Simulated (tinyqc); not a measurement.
# Inputs raised by 10 %, one at a time

Model: time-domain thermoreflectance: layered heat flow under a modulated pulse train, and what the signal ratio measures. Computed by tinyqc, a small Python program. Command: `OMP_NUM_THREADS=1 python tinyqc.py 3113726 3113727 out.jsonl tdtr sens`. One thread of a shared host (Intel(R) Xeon(R) Processor @ 2.30GHz), about 0.3 s of CPU time with the checks.

Pulses repeat at 80 MHz; heat is laid down at the surface, all layers are isotropic, and the film is in perfect contact with the substrate.

Inputs (values chosen for the exercise, modelled on aluminium on silicon):
```
quantity,value,unit
metal thickness d,73,nm
metal conductivity,160,W/(m K)
metal heat capacity,2.42,MJ/(m^3 K)
boundary conductance G under the metal,38,MW/(m^2 K)
film thickness,12,nm
film conductivity,5.2,W/(m K)
film heat capacity,2.4,MJ/(m^3 K)
substrate conductivity kappa,144,W/(m K)
substrate heat capacity C,1.64,MJ/(m^3 K)
modulation frequency f,2,MHz
"spot radius w (1/e^2, pump and probe)",10,micrometre
delay t,660,ps
```

Stack: metal, film, substrate.

Method:
- For radial wave number k and angular frequency W each layer has u = sqrt(4 pi^2 k^2 + i W C/kappa) and gamma = kappa u. Surface impedance from below: Z = 1/gamma for the substrate; a layer of thickness L maps Z to (Z + tanh(u L)/gamma)/(1 + gamma Z tanh(u L)); a boundary adds 1/G.
- Response per absorbed watt H(W) = 2 pi int_0^(2/w) Z(k, W) exp(-pi^2 k^2 w^2) k dk by 20 Gauss-Legendre points.
- Signal: X + iY = sum_(m = -M..M) H(2 pi (f + m f_r)) exp(i 2 pi m f_r t) exp(-pi (m/M)^2 x 4), f_r = 80 MHz, M = 4000, with H(-W) the complex conjugate of H(W); V_in = X, V_out = Y, ratio = -V_in/V_out.

Runs:
```
input moved,from,to,ratio -V_in/V_out,V_in (K/mW),V_out (K/mW),phase of H(2 pi f) (degrees)
base run,-,-,5.7240,0.24926,-0.043547,-19.308
metal thickness d (nm),73,80.3,5.3246,0.23620,-0.044361,-19.765
substrate conductivity kappa (W/(m K)),144,158.4,6.0084,0.24798,-0.041272,-18.578
substrate heat capacity C (MJ/(m^3 K)),1.64,1.804,5.8658,0.24763,-0.042216,-19.013
modulation frequency f (MHz),2,2.2,5.7298,0.24673,-0.043061,-19.512
film conductivity (W/(m K)),5.2,5.72,5.7253,0.24875,-0.043447,-19.349
film thickness (nm),12,13.2,5.7208,0.24978,-0.043662,-19.270
delay t (ps),660,726,5.6463,0.24649,-0.043656,-19.308
```

Exponents ln(y'/y) / ln(x'/x):
```
input,ratio -V_in/V_out,V_in,V_out,phase of H(2 pi f)
metal thickness d,-0.759,-0.565,0.194,0.245
substrate conductivity kappa,0.509,-0.054,-0.563,-0.404
substrate heat capacity C,0.257,-0.069,-0.326,-0.161
modulation frequency f,0.011,-0.107,-0.118,0.110
film conductivity,0.002,-0.022,-0.024,0.022
film thickness,-0.006,0.022,0.028,-0.020
delay t,-0.143,-0.117,0.026,0.000
```

To which inputs is each result most sensitive?

Among the inputs moved here: ratio -V_in/V_out answers most in size to metal thickness d (exponent -0.759), next to substrate conductivity kappa (+0.509). V_in answers most in size to metal thickness d (exponent -0.565), next to delay t (-0.117). V_out answers most in size to substrate conductivity kappa (exponent -0.563), next to substrate heat capacity C (-0.326). Phase of H(2 pi f) answers most in size to substrate conductivity kappa (exponent -0.404), next to metal thickness d (+0.245); its exponent is below 0.0005 for delay t.
